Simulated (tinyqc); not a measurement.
Finnis-Sinclair potential for a bcc metal: fit to cohesion and elasticity, then vacancy, surfaces and structure. Changing the target C44. Computed by tinyqc, a small Python program. Command: `OMP_NUM_THREADS=1 python tinyqc.py 3110311 3110312 out.jsonl fsfit sweep`. One thread of a shared host (Intel(R) Xeon(R) Processor @ 2.30GHz), about 0.02 s of CPU time with the checks.

E = (1/2) sum V(r) - A sqrt(rho), rho = sum phi(r), phi = (r - d)^2 for r < d, V = (r - c)^2 (c0 + c1 r + c2 r^2) for r < c. In bcc the 8 first neighbours lie at sqrt(3) a/2 and the 6 second at a; both cut-offs lie below the third shell; Omega = a^3/2; E is per atom and z the number of atoms in a shell. The four constants A, c0, c1, c2 are fitted to E_c, zero pressure, B and C12 - C44 alone, so C44 and C11 - C12 are not matched singly; defects are unrelaxed.

Inputs (values chosen for the exercise, modelled on tantalum):

| quantity | value | unit |
|---|---|---|
| lattice constant a | 3.306 | angstrom |
| cohesive energy E_c | 8.04 | eV |
| target C11 | 259 | GPa |
| target C12 | 159 | GPa |
| density cut-off d/a | 1.246 | - |
| pair cut-off c/a | 1.275 | - |

Constants: 1 eV/angstrom^3 = 160.2176634 GPa.

Method:
- rho = sum z phi, rho1 = sum z r phi', rho2 = sum z r^2 phi''. At zero pressure the effective pair part V + 2 F' phi obeys C12 = C44, so C12 - C44 = F'' (rho1/3)^2/Omega with F'' = A/(4 rho^(3/2)); this gives A.
- With v_k = (r - c)^2 r^k the rows are (1/2) sum z v_k, (1/2) sum z r v_k' and (1/2) sum z r^2 v_k''. With rho1 = sum z r phi' and rho2 = sum z r^2 phi'' the right-hand sides are: -E_c + A sqrt(rho) (cohesion); A rho1/(2 sqrt(rho)) (zero pressure); 9 B Omega + A [rho2/(2 sqrt(rho)) - rho1^2/(4 rho^(3/2))] with B = (C11 + 2 C12)/3.
- Solve the three equations.
- Second differences of E with strains of 1e-4: e_xx gives C11, (e_xx, e_yy) = (1, -1) gives 2 (C11 - C12), an engineering shear gives C44. B and C12 - C44 are fitted; the one combination left tests the choice of d.
- E_v = -A sum_shells z [sqrt(rho - phi(r)) - sqrt(rho)] - (1/2) sum z V(r): the neighbours lose one bond each, and the atom is put back in the bulk.

One run for each value:

| target C44 (GPa) | A (eV/angstrom) | E_v/E_c | error of C44 (%) |
|---|---|---|---|
| 69.1 | 3.0582 | 0.24191 | 24.767 |
| 78.6 | 2.7350 | 0.32202 | 10.359 |
| 88.2 | 2.4084 | 0.40297 | -1.047 |
| 97.7 | 2.0853 | 0.48308 | -10.129 |
| 107.0 | 1.7689 | 0.56150 | -17.456 |
| 117.0 | 1.4287 | 0.64583 | -24.036 |

Over the rows, A (eV/angstrom) falls from 3.06 to 1.43 (exponent d ln y / d ln x -0.87 between the first rows and -2.4 between the last); E_v/E_c rises from 0.242 to 0.646 (exponent d ln y / d ln x 2.2 between the first rows and 1.6 between the last); error of C44 (%) falls from 24.8 to -24.0. A is proportional to C12 - C44; as the Cauchy pressure shrinks the model tends to a pair potential, for which E_v/E_c = 1. Left out: 50.0, 59.6 (the fit is far from the shear constants).
